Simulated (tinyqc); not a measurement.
Temperature and isotope dependence of a band gap in oscillator models, step by step. Values are carried at full precision from step to step, so a last printed digit may differ when a step is redone from the rounded ones.

E(T) = E0 - sum_i sl_i th_i n_i(T), n = 1/(exp(th/T) - 1). The same coupling lowers the gap at 0 K by the zero-point term ZP = sum_i sl_i th_i/2, so the gap of the static lattice is E0 + ZP. Thermal expansion is taken as part of the slopes.

Inputs chosen for the exercise (near those of GaP; the results hold for these values, not for the real material): E0 = 2.327 eV (gap at 0 K); th = (111, 438) K (temperatures of two oscillators); sl = (0.0797, 0.3893) meV/K (their high-temperature slopes); T = 300 K (temperature); M = 50.28 u (mean atomic mass); dM = 3.28 u (change of the mean mass (not bounded by the natural isotopes)); T12 = (180, 460) K (temperatures of the fits).

## The gap at T

Give the occupations, the two terms, the gap, ZP and the static gap.

n_i: [2.23347, 0.30248]

terms (meV): [19.759, 51.578]

E(T) = 2.2557 eV
ZP = 89.68 meV
static gap = 2.4167 eV

The thermal fall, 71.3 meV, is smaller than the zero-point term, 89.7 meV; the soft oscillator supplies 28 % of the fall but 5 % of ZP. A calculation with clamped ions should be compared with the static gap.

## Slope and asymptote

dE/dT = -sum sl_i (th_i/T)^2 n_i (1 + n_i). At high T, n -> T/th - 1/2, so E -> E0 + ZP - (sum sl_i) T. Give the slope, its ratio to the limit, and the value at 0 K of the tangent drawn at T.

dE/dT = -0.4057 meV/K
ratio to the limiting slope = 0.8651
intercept of the tangent = 2.3774 eV
intercept - E0 = 50.38 meV

The tangent recovers 56 % of ZP: the extrapolation works only from T well above the higher oscillator (438 K).

## Isotope effect

With M -> M + dM the oscillator temperatures scale as M^(-1/2) and the slopes stay. Give th, ZP, E0 (static gap fixed) and E(T) for the new mass, and the linear rule dE0 = ZP dM/(2 M).

th (K): [107.55, 424.38]

ZP = 86.891 meV
shift of E0 = 2.789 meV
linear rule = 2.925 meV
shift of E(T) = 1.206 meV

The heavier crystal has the wider gap. At 300 K 43 % of the shift at 0 K is left; it fades at high T, where the motion is classical and the mean-square amplitude no longer depends on mass.

## Two common fits

Two-parameter forms are made to pass through the falls at the two temperatures T12: Varshni aV T^2/(T + bV), from the line T^2/fall = (T + bV)/aV; one oscillator s1 t1/(exp(t1/T) - 1), with t1 from the ratio of the falls.

Give the falls and the parameters.

falls (meV): [26.7750, 139.5674]

aV = 0.9149 meV/K
bV = 927 K
t1 = 346.7 K
s1 = 0.4528 meV/K
ZP of the one-oscillator fit = 78.5 meV

The limiting slope of the model is 0.4690 meV/K; Varshni puts it +95 % off and one oscillator -3 %. The ZP of the fit differs from the true one by -11.2 meV.

## Checks

- Slope by finite differences against the formula (meV/K): both 0.40573.
- Fall at 20 times the higher oscillator temperature against the asymptote (meV): 4019.5 against 4018.8.

tinyqc: `OMP_NUM_THREADS=1 python tinyqc.py 1851287 1851288 out.jsonl`; about 0.01 s, one thread, shared Intel(R) Xeon(R) Processor @ 2.30GHz.
